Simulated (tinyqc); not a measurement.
BCS gap equation with a constant attraction inside the Debye window. From E_J/h back to junction resistance R_n. Computed by tinyqc, a small Python program. Command: `OMP_NUM_THREADS=1 python tinyqc.py 3026894 3026895 out.jsonl bcs inv`. One thread of a shared host (Intel(R) Xeon(R) Processor @ 2.30GHz), about 0.01 s of CPU time with the checks.

Pairs attract with strength V for |xi| < k_B Theta; N(0) is the density of states for one spin. Energies are given as temperatures (E/k_B, in K) unless marked.

Inputs (values chosen for the exercise, modelled on lead): coupling N(0)V = 0.368; Debye temperature Theta = 96 K; temperature T = 4.75 K.

Solver: secant.

Constants: k_B = 8.617333262e-05 eV/K; hbar = 1.054571817e-34 J s; e = 1.602176634e-19 C; h = 6.62607015e-34 J s.

Method:
- Gap equation: 1/(N(0)V) = I(Delta, T) = int_0^Theta tanh(E/2T)/E d xi, E = sqrt(xi^2 + Delta^2); 64 Gauss-Legendre points in y with xi = max(Delta, T) sinh(y).
- Residual r = N(0)V I - 1, with Delta_0 = Theta/sinh(1/(N(0)V)). Secant steps in Delta^2, from Delta_0 and 0.9 Delta_0, with Delta^2 kept at or above 1e-6 K^2. Stop when |r| < 1e-9 or after 40 steps.
- Ambegaokar-Baratoff: I_c R_n = (pi Delta/(2e)) tanh(Delta/2T); Josephson energy E_J = hbar I_c/(2e), given as E_J/h; inductance hbar/(2 e I_c); thermal quasiparticle fraction x = n_qp/(2 N(0) Delta) = sqrt(2 pi T/Delta) exp(-Delta/T), valid for T well below Delta.

Task: A run gave the result below. Find the junction resistance R_n, known to lie between 2.2 and 3 kilo-ohm.

E_J/h = 238.8026 GHz

Result:

Each step takes the trial c = (a f_b - b f_a)/(f_b - f_a), f being the result less the target and a, b, c the logarithms of the listed values; c replaces end b, the old b replaces a if the sign of f changed, and otherwise f_a is halved.

Scan of the range:
```
junction resistance R_n (kilo-ohm)  E_J/h (GHz)
2.20                                    276.034
2.32                                    261.756
2.44                                    248.883
2.57                                    236.294
2.71                                    224.087
2.85                                    213.079
3.00                                    202.425
```

False position (Illinois rule, in the logarithm of the input) inside the bracket:
```
step    end a    end b    trial  E_J/h (GHz)
1     2.44000  2.57000  2.54355      238.751
2     2.44000  2.54355  2.54248      238.852
3     2.54355  2.54248  2.54300      238.803
4     2.54248  2.54300  2.54300      238.803
```

E_J/h falls at every point of a 13-point scan of the range (every second point is shown), so one value fits; it is bracketed by 2.44 and 2.57. The scan shows a pure power law with exponent -1.000, so scaling from any one row also gives the answer directly. Answer: junction resistance R_n = 2.543 kilo-ohm.

Caution: T is not small against Delta, so the quasiparticle formula is only a rough guide.
